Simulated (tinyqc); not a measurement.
Hole mobility in a silicon inversion layer, empirical terms and Matthiessen rule: effect of the reverse body bias.

Inversion layer of sheet density Ns on a uniformly doped body. The mobility terms are empirical power laws with prefactors chosen for the exercise; adding their inverses (Matthiessen) is itself an approximation.

ni = sqrt(Nc Nv) exp(-Eg/(2 Vt)), Eg in volts; Ndep = sqrt(2 eps0 eps_r Nb (2 Vt ln(Nb/ni) + Vsb)/q); E = q (Ndep + eta Ns)/(eps0 eps_r), in MV/cm. With t = T/(300 K): muC = Ac (Ns/1e12 cm^-2) t/(Nb/1e17 cm^-3 + Nit/1e11 cm^-2), muP = Ap E^(-1/3) t^(-1.75), muS = As E^(-gs); 1/mu is the sum of the inverses.

Values chosen for this exercise; material values close to those of silicon: temperature T = 273 K; band gap Eg = 1.11 eV; relative permittivity of the semiconductor eps_r = 11.9; conduction-band density of states at T Nc = 2.44e19 cm^-3; valence-band density of states at T Nv = 2.31e19 cm^-3; body doping Nb = 3.2e17 cm^-3; weight of the inversion charge in the effective field eta = 0.3333; phonon-limited mobility at 1 MV/cm and 300 K Ap = 140 cm^2/(V s); roughness-limited mobility at 1 MV/cm As = 514 cm^2/(V s); exponent of the roughness term gs = 1; Coulomb prefactor Ac = 1600 cm^2/(V s); charge at the interface Nit = 7.4e11 cm^-2; inversion density Ns = 3.4e12 cm^-2.

Constants: q = 1.602176634e-19 C, kB = 1.380649e-23 J/K, Vt = kB T/q, eps0 = 8.8541878128e-14 F/cm where lengths are in cm. Results are converted to the units shown.

The same in every row: muC (cm^2/(V s)) = 467.02.

Results:
```
Vsb (V)  E (MV/cm)  muP (cm^2/(V s))  muS (cm^2/(V s))  mu (cm^2/(V s))
0          0.46948            212.46            1094.8           128.84
0.4        0.52901            204.17            971.62           123.94
0.8        0.57994            198.01            886.29           120.19
1.2        0.62518            193.11            822.16           117.15
2          0.70424            185.59            729.87           112.37
2.4        0.73965            182.58            694.92           110.41
```

Estimate the missing row, Vsb = 1.6 V.

Computed row:
```
Vsb (V)  E (MV/cm)  muP (cm^2/(V s))  muS (cm^2/(V s))  mu (cm^2/(V s))
1.6        0.66629            189.05            771.43           114.59
```

With this row back in the table: As Vsb goes from 0 to 2.4 V, E rises from 0.469 to 0.740 MV/cm and mu falls from 129 to 110 cm^2/(V s). The phonon term is the smallest in the first and the last row.

Program tinyqc, `OMP_NUM_THREADS=1 python tinyqc.py 2510064 2510065 out.jsonl`; Intel Xeon 2.30GHz, shared host, one thread, about 0.01 s.
